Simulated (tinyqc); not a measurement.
Trap-assisted generation and recombination current of an abrupt junction. Changing the trap level E_t - E_i. Computed by tinyqc, a small Python program. Command: `OMP_NUM_THREADS=1 python tinyqc.py 3028860 3028861 out.jsonl junctionleak sweep`. One thread of a shared host (Intel(R) Xeon(R) Processor @ 2.30GHz), about 0.03 s of CPU time with the checks.

Depletion approximation, flat quasi-Fermi levels across the depleted layer, long neutral regions with minority lifetimes tau_n and tau_p, full ionisation and Boltzmann statistics. Voltages in exponents stand for e V.

Inputs (values chosen for the exercise, for a model semiconductor): gap E_g = 2.04 eV; electron mass m_e = 0.474 m_0; valleys M_c = 3; hole mass m_h = 0.839 m_0; dielectric constant eps = 8.14; acceptor density N_A = 3.2e+17 cm^-3; donor density N_D = 3.9e+17 cm^-3; capture time tau_n = 1.8e-05 s; capture time tau_p = 1.4e-07 s; electron diffusion coefficient D_n = 6.7 cm^2/s; hole diffusion coefficient D_p = 1.7 cm^2/s; forward bias V = 0.86 V; reverse bias V_r = 3 V; temperature T = 400 K.

Field enhancement: none.

Constants: k_B = 8.617333262e-05 eV/K; m_0 = 9.1093837015e-31 kg; k_B = 1.380649e-23 J/K; h = 6.62607015e-34 J s; e = 1.602176634e-19 C; eps_0 = 8.8541878128e-12 F/m.

Method:
- N_c = 2 M_c (2 pi m_e k_B T/h^2)^(3/2) and N_v = 2 (2 pi m_h k_B T/h^2)^(3/2), masses in units of m_0.
- n_i = sqrt(N_c N_v) exp(-E_g/2 k_B T); V_bi = (k_B T/e) ln(N_A N_D/n_i^2); diffusion saturation current J_d0 = e n_i^2 [sqrt(D_n/tau_n)/N_A + sqrt(D_p/tau_p)/N_D].
- W = sqrt(2 eps eps_0 (V_bi - V)(1/N_A + 1/N_D)/e), x_p = W N_D/(N_A + N_D), x_n = W - x_p, peak field F_m = 2 (V_bi - V)/W; reverse bias means V = -V_r.
- Potential from the p edge: phi = (V_bi - V) x^2/(x_p W) on the p side and (V_bi - V)[1 - (W - x)^2/(x_n W)] on the n side; p = N_A exp(-phi/k_B T), n = n_i^2 exp(V/k_B T)/p; U = (n p - n_i^2)/[tau_p (n + n_i exp(dE/k_B T)) + tau_n (p + n_i exp(-dE/k_B T))], dE = E_t - E_i, n1 = n_i exp(dE/k_B T), p1 = n_i exp(-dE/k_B T); J_t = e int U dx by the trapezoid rule on 400 intervals on each side.
- Generation lifetime tau_g = tau_p exp(dE/k_B T) + tau_n exp(-dE/k_B T); textbook estimate e n_i W/tau_g; generation current J_g = -J_t; total = J_g + J_d0 (1 - exp(-V_r/k_B T)).
- Total J = J_t + J_d0 (exp(V/k_B T) - 1); ideality n = (e/k_B T) dV/d ln J, central difference of 1 mV.

One run for each value; columns: (1) trap level E_t - E_i (eV); (2) generation current (A/cm^2); (3) recombination current in the layer (A/cm^2); (4) ideality factor; (5) tau_g (s):
```
(1)           (2)        (3)    (4)        (5)
-0.300  5.974e-17  2.592e-08  1.660  1.084e-01
-0.220  5.681e-16  2.777e-08  1.754  1.065e-02
-0.150  4.079e-15  2.796e-08  1.764  1.397e-03
-0.075  3.370e-14  2.799e-08  1.766  1.586e-04
0.000   2.763e-13  2.799e-08  1.766  1.814e-05
0.075   1.453e-12  2.799e-08  1.766  3.277e-06
0.150   4.450e-13  2.799e-08  1.766  1.110e-05
0.230   4.778e-14  2.799e-08  1.766  1.107e-04
0.300   6.658e-15  2.797e-08  1.765  8.433e-04
```

Over the rows, generation current (A/cm^2) goes from 5.97e-17 through a maximum among these rows, 1.45e-12 at 0.0750, to 6.66e-15; recombination current in the layer (A/cm^2) goes from 2.59e-8 through a maximum among these rows, 2.80e-8 at 0.0750, to 2.80e-8; ideality factor goes from 1.66 through a maximum among these rows, 1.77 at 0.0750, to 1.76. Generation is largest where the two terms of tau_g are equal, at dE = (k_B T/2) ln(tau_n/tau_p) = +0.084 eV, apart from edge effects.

Caution (rows -0.300, -0.220, -0.150, 0.300): so small a current is far below what can be measured; surface leakage and other defects rule in real diodes.

Extremes, crossings and ranges named in words are read from the listed rows.
